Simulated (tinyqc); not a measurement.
# Space-charge-limited current through a thin insulating or semi-insulating film with traps, step by step

A worked calculation. Computed by tinyqc, a small Python program that keeps every step. Command: `OMP_NUM_THREADS=1 python tinyqc.py 3001120 3001121 out.jsonl sclc walk`. One thread of a shared host (Intel(R) Xeon(R) Processor @ 2.30GHz), about 0.01 s of CPU time with the checks. Intermediate numbers are printed to about 5 digits and carried at full precision; extremes and crossings named in words are read from the listed rows.

One ohmic injecting contact at x = 0 (field zero), drift only, non-degenerate free carriers.

Inputs (values chosen for the exercise, modelled on HfO2):
```
quantity                                            value        unit
permittivity eps                                       22           -
band mobility mu                                    0.041  cm^2/(V s)
effective density of states N_c                   1.1e+20      1/cm^3
trap density N_t                                  3.8e+15      1/cm^3
equilibrium Fermi level below the band edge, E_0     0.81          eV
thickness d                                          2800          nm
free density at the anode, in units of N_c        5.3e-09           -
temperature T                                         400           K
trap level E_t below the band edge                   0.41          eV
```

Traps: single level.

Constants: k_B = 8.617333262e-05 eV/K; e = 1.602176634e-19 C; eps_0 = 8.8541878128e-12 F/m.

## Equilibrium and landmark voltages

Free density n_0 = N_c exp(-E_0/k_B T) in equilibrium; trapped density n_t(n) = N_t/(1 + n_1/n), n_1 = N_c exp(-E_t/k_B T). theta = n/(n + n_t) at the anode density; trap-filled-limit voltage V_TFL = e (N_t - n_t(n_0)) d^2/(2 eps eps_0).

n_0 = 6.8524e+09 1/cm^3

n_t(n_0) = 3.4674e+10 1/cm^3

theta = 0.16512

V_TFL = 12.252 V

## One point of the curve

J = e mu n F and (eps eps_0/e) dF/dx = n - n_0 + n_t(n) - n_t(n_0) = rho(n). With F = J/(e mu n): d = (eps eps_0 J/(e^2 mu)) I_1 and V = (eps eps_0 J^2/(e^3 mu^2)) I_2, I_k = int_(n_L)^infinity dn/(n^(k+1) rho(n)), n_L the density at the anode; with u = n_L/n, 200 Gauss-Legendre points in t, u = 1 - (1 - t)^2. Anode field J/(e mu n_L); Mott-Gurney current (9/8) eps eps_0 mu V^2/d^3; ohmic current e n_0 mu V/d.

I_1 = 2.4498e-25 cm^6

I_2 = 2.8033e-37 cm^9

current density J = 6.1753e-07 A/cm^2

voltage V = 0.030120 V

anode field over mean field V/d = 1.4990

trap-free Mott-Gurney current = 3.7131e-06 A/cm^2

ohmic current = 4.8420e-09 A/cm^2

J is 0.166 times the trap-free law and 128 times the ohmic current; theta is 0.165. The field ratio is 1 for ohmic flow, 3/2 for the square law and 2 for a uniform fixed charge; here 1.50. Caution: V is below 10 k_B T/e, where diffusion from the contact, left out here, dominates.

## The whole curve

The last column is d ln J/d ln V up to the next row.

Current against voltage:
```
n_L (1/cm^3)       V (V)  J (A/cm^2)   slope
7.20e+09      1.0074e-04  2.0706e-11  1.6298
3.20e+10      1.4532e-03  1.6040e-09  1.9434
1.50e+11      7.6031e-03  3.9981e-08  1.9891
6.60e+11      3.4118e-02  7.9202e-07  2.0024
3.00e+12      1.5482e-01  1.6369e-05  2.0213
1.30e+13      6.5404e-01  3.0121e-04  2.0906
6.10e+13      2.7466e+00  6.0493e-03  2.3075
2.70e+14      8.8175e+00  8.9245e-02  2.5950
1.20e+15      2.2622e+01  1.0290e+00  2.4299
5.60e+15      6.4759e+01  1.3254e+01  2.1466
2.50e+16      2.3334e+02  2.0764e+02  2.0378
1.10e+17      9.6467e+02  3.7447e+03       -
```

The slope starts at 1.63, peaks at 2.6 between 8.82 and 22.6 V and ends at 2.04. Rows below 0.34 V (10 k_B T/e) are formal, since diffusion from the contact rules there. Self-heating is left out, although J V exceeds 1e5 W/cm^2 at the last row. Rows above 840 V are formal, since the mean field exceeds 3 MV/cm and breakdown sets in. No slope between rows exceeds 4, so the step at the trap-filled limit is weak or is smeared by the row spacing.

Checks made by the program: trap-free limit against the Mott-Gurney law (relative difference 5e-08).
